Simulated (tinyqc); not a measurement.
Inside a calculation. Method: sp3 tight binding, zinc-blende lattice. One step of it, computed by the program tinyqc.

Task: Levels at L. Diagonalise the Hermitian matrix.

H(k) at L (eV):
```
                      a s                 a px                 a py                 a pz
a s            -15.530000             0.000000             0.000000             0.000000
a px             0.000000            -7.370000             0.000000             0.000000
a py             0.000000             0.000000            -7.370000             0.000000
a pz             0.000000             0.000000             0.000000            -7.370000
c s   -3.134803-3.134803i   2.034244+2.034244i   2.034244+2.034244i   2.034244+2.034244i
c px  -2.034244-2.034244i   1.234922+1.234922i  -2.711647-2.711647i  -2.711647-2.711647i
c py  -2.034244-2.034244i  -2.711647-2.711647i   1.234922+1.234922i  -2.711647-2.711647i
c pz  -2.034244-2.034244i  -2.711647-2.711647i  -2.711647-2.711647i   1.234922+1.234922i

                      c s                 c px                 c py                 c pz
a s   -3.134803+3.134803i  -2.034244+2.034244i  -2.034244+2.034244i  -2.034244+2.034244i
a px   2.034244-2.034244i   1.234922-1.234922i  -2.711647+2.711647i  -2.711647+2.711647i
a py   2.034244-2.034244i  -2.711647+2.711647i   1.234922-1.234922i  -2.711647+2.711647i
a pz   2.034244-2.034244i  -2.711647+2.711647i  -2.711647+2.711647i   1.234922-1.234922i
c s            -15.530000             0.000000             0.000000             0.000000
c px             0.000000            -7.370000             0.000000             0.000000
c py             0.000000             0.000000            -7.370000             0.000000
c pz             0.000000             0.000000             0.000000            -7.370000
```

Give: eigenvalues.

Result:

eigenvalues (eV): -21.2190  -17.2974  -12.9513  -12.9513  -7.0925  -1.7887  -1.7887  -0.1910
